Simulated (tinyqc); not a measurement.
Inside a calculation. Model: a clean chain and dephasing by Buettiker voltage probes.

Numbers from tinyqc (`OMP_NUM_THREADS=1 python tinyqc.py 2700018 2700019 out.jsonl`; about 0.01 s on one thread of a shared Intel Xeon 2.30GHz). Printed values are rounded.

Sites 1 to 6 form a chain with hopping -t. Lead L joins site 1 and lead R site 6, both semi-infinite chains with hopping -t and site energy 0. Every site carries a probe with self-energy -i Gamma_p/2 that draws no net current. Linear response at zero temperature: mu_L = 1, mu_R = 0 in units of the bias.

Parameters, values chosen for the exercise: hopping (matrix element -t) t = 1 eV; site energies 1 to N U = [0, 0, 0, 0, 0, 0] eV; Fermi energy E = -1.58 eV; probe broadening Gamma_p gp = 0.3 eV.

Constants: q = 1.602176634e-19 C, h = 6.62607015e-34 J s. Results are converted to the units shown.

## Green function

Sigma = t^2 g(E), g(x) = (x - i sqrt(4 t^2 - x^2))/(2 t^2) for |x| < 2 t and (x - sign(x) sqrt(x^2 - 4 t^2))/(2 t^2) otherwise; Gamma = -2 Im Sigma; G = (E - H - Sigma_L - Sigma_R + i Gamma_p/2)^(-1).

Sigma = -0.7900000-0.6131068i eV
Gamma = 1.226214 eV

G (1/eV):

|  | 1 | 2 | 3 | 4 | 5 | 6 |
|---|---|---|---|---|---|---|
| 1 | -0.0434018-0.7425129i | 0.3990959-0.5534650i | 0.5909535-0.1918262i | 0.5058368+0.1617366i | 0.2325290+0.3714945i | -0.0827167+0.3903454i |
| 2 | 0.3990959-0.5534650i | -0.1070672-0.7417902i | 0.3204694-0.6025034i | 0.5230334-0.2582356i | 0.4671880+0.1160362i | 0.2325290+0.3714945i |
| 3 | 0.5909535-0.1918262i | 0.3204694-0.6025034i | -0.1749874-0.8081996i | 0.2818206-0.6482038i | 0.5230334-0.2582356i | 0.5058368+0.1617366i |
| 4 | 0.5058368+0.1617366i | 0.5230334-0.2582356i | 0.2818206-0.6482038i | -0.1749874-0.8081996i | 0.3204694-0.6025034i | 0.5909535-0.1918262i |
| 5 | 0.2325290+0.3714945i | 0.4671880+0.1160362i | 0.5230334-0.2582356i | 0.3204694-0.6025034i | -0.1070672-0.7417902i | 0.3990959-0.5534650i |
| 6 | -0.0827167+0.3903454i | 0.2325290+0.3714945i | 0.5058368+0.1617366i | 0.5909535-0.1918262i | 0.3990959-0.5534650i | -0.0434018-0.7425129i |

## Transmissions between terminals

With Gamma the broadening by one lead, T_RL = Gamma^2 |G_(6,1)|^2, T_pL = Gamma Gamma_p |G_(p,1)|^2, T_pR = Gamma Gamma_p |G_(p,6)|^2, T_pq = Gamma_p^2 |G_(p,q)|^2 for p != q.

T_RL = 0.2393905

| probe | T_pL | T_pR |
|---|---|---|
| 1 | 0.2035058 | 0.0585682 |
| 2 | 0.1712779 | 0.0706586 |
| 3 | 0.1420041 | 0.1037486 |
| 4 | 0.1037486 | 0.1420041 |
| 5 | 0.0706586 | 0.1712779 |
| 6 | 0.0585682 | 0.2035058 |

T_pq:

|  | 1 | 2 | 3 | 4 | 5 | 6 |
|---|---|---|---|---|---|---|
| 1 | 0.00000000 | 0.04190410 | 0.03474210 | 0.02538266 | 0.01728701 | 0.01432904 |
| 2 | 0.04190410 | 0.00000000 | 0.04191399 | 0.03062246 | 0.02085561 | 0.01728701 |
| 3 | 0.03474210 | 0.04191399 | 0.00000000 | 0.04496319 | 0.03062246 | 0.02538266 |
| 4 | 0.02538266 | 0.03062246 | 0.04496319 | 0.00000000 | 0.04191399 | 0.03474210 |
| 5 | 0.01728701 | 0.02085561 | 0.03062246 | 0.04191399 | 0.00000000 | 0.04190410 |
| 6 | 0.01432904 | 0.01728701 | 0.02538266 | 0.03474210 | 0.04190410 | 0.00000000 |

## Probe potentials and effective transmission

No current into probe p: W mu = T_pL with W_pp = T_pL + T_pR + sum_q T_pq and W_pq = -T_pq. Then T_eff = T_RL + sum_p T_pR mu_p, and the resistance is (h/2q^2)/T_eff.

W:

|  | 1 | 2 | 3 | 4 | 5 | 6 |
|---|---|---|---|---|---|---|
| 1 | 0.3957189 | -0.0419041 | -0.0347421 | -0.0253827 | -0.0172870 | -0.0143290 |
| 2 | -0.0419041 | 0.3945197 | -0.0419140 | -0.0306225 | -0.0208556 | -0.0172870 |
| 3 | -0.0347421 | -0.0419140 | 0.4233771 | -0.0449632 | -0.0306225 | -0.0253827 |
| 4 | -0.0253827 | -0.0306225 | -0.0449632 | 0.4233771 | -0.0419140 | -0.0347421 |
| 5 | -0.0172870 | -0.0208556 | -0.0306225 | -0.0419140 | 0.3945197 | -0.0419041 |
| 6 | -0.0143290 | -0.0172870 | -0.0253827 | -0.0347421 | -0.0419041 | 0.3957189 |

| probe | mu_p |
|---|---|
| 1 | 0.6858333 |
| 2 | 0.6334306 |
| 3 | 0.5477724 |
| 4 | 0.4522276 |
| 5 | 0.3665694 |
| 6 | 0.3141667 |

T_eff = 0.5720846
resistance = 22.56030 kohm

Without probes the transmission is 1.000. With them, 41.8 % of the current crosses without entering a probe.

## Current at both leads

In units of (2 q^2/h) times the bias, T_RL + sum_p T_pL (1 - mu_p) leaves L and T_RL + sum_p T_pR mu_p enters R.

current leaving L = 0.5720846
current entering R = 0.5720846

The two are equal: the probes conserve the current.
